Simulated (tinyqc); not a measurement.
Microkinetic model of low-temperature epitaxy from hydride gases: adsorption, hydrogen desorption and rate control. From growth rate G back to desorption energy on silicon E_d. Computed by tinyqc, a small Python program. Command: `OMP_NUM_THREADS=1 python tinyqc.py 3017039 3017040 out.jsonl hepi inv`. One thread of a shared host (Intel(R) Xeon(R) Processor @ 2.30GHz), about 0.05 s of CPU time with the checks.

Each hydride molecule needs two free sites and leaves four hydrogen atoms, of which two leave at once as H2; theta is the hydrogen coverage, the site density is 6.78 per nm^2 and one layer is 1.358 angstrom thick.

Inputs (values chosen for the exercise, close to those used for silane on Si(001)): silane pressure p_S = 0.33 Pa; sticking prefactor of silane s0 = 0.019; adsorption barrier E_s = 0.21 eV; desorption prefactor nu_d = 6.6e+11 1/s; hydrogen carrier pressure p_H = 0 Pa; sticking of hydrogen s_H = 7.9e-07; temperature T = 770 C.

Film: silicon. Order of hydrogen desorption: first.

Constants: k_B = 8.617333262e-05 eV/K; u = 1.6605390666e-27 kg; k_B = 1.380649e-23 J/K.

Method:
- Flux per site F = p/(sqrt(2 pi M k_B T) x 6.78e18 per m^2), M = 32.12 u (silane), 2.016 u (hydrogen); s = s0 exp(-E_s/(k_B T)); k_S = s F_S = k; k_H = s_H F_H; k_d = nu_d exp(-E_d/(k_B T)).
- Temperatures in kelvin are T(C) + 273.15.
- With k the hydride and k_H the hydrogen adsorption rate on free pairs and k_d the desorption rate, steady state: 2 (k + k_H)(1 - theta)^2 = k_d theta; growth rate R = k (1 - theta)^2 layers/s; 1 layer/s = 8.148 nm/min.
- With c = 2 (k + k_H)/k_d the free share is 1 - theta = 2/(1 + sqrt(1 + 4c)).

Problem. A run gave the result below. Find the desorption energy on silicon E_d, known to lie between 1.6 and 2.4 eV.

growth rate G = 5.121823 nm/min

Solution.

Each step takes the trial c = (a f_b - b f_a)/(f_b - f_a), f being the result less the target and a, b, c the logarithms of the listed values; c replaces end b, the old b replaces a if the sign of f changed, and otherwise f_a is halved.

Scan of the range:
```
desorption energy on silicon E_d (eV)  growth rate G (nm/min)
1.60                                                  10.4837
1.71                                                  10.4732
1.83                                                  10.4317
1.96                                                  10.2537
2.10                                                   9.4792
2.24                                                   7.1231
2.40                                                   3.1105
```

False position (Illinois rule, in the logarithm of the input) inside the bracket:
```
step    end a    end b    trial  growth rate G (nm/min)
1     2.24000  2.40000  2.31842                 5.11072
2     2.24000  2.31842  2.31755                 5.13381
3     2.31842  2.31755  2.31800                 5.12182
4     2.31755  2.31800  2.31800                 5.12182
```

Growth rate G falls at every point of a 13-point scan of the range (every second point is shown), so one value fits; it is bracketed by 2.24 and 2.40. Answer: desorption energy on silicon E_d = 2.318 eV.
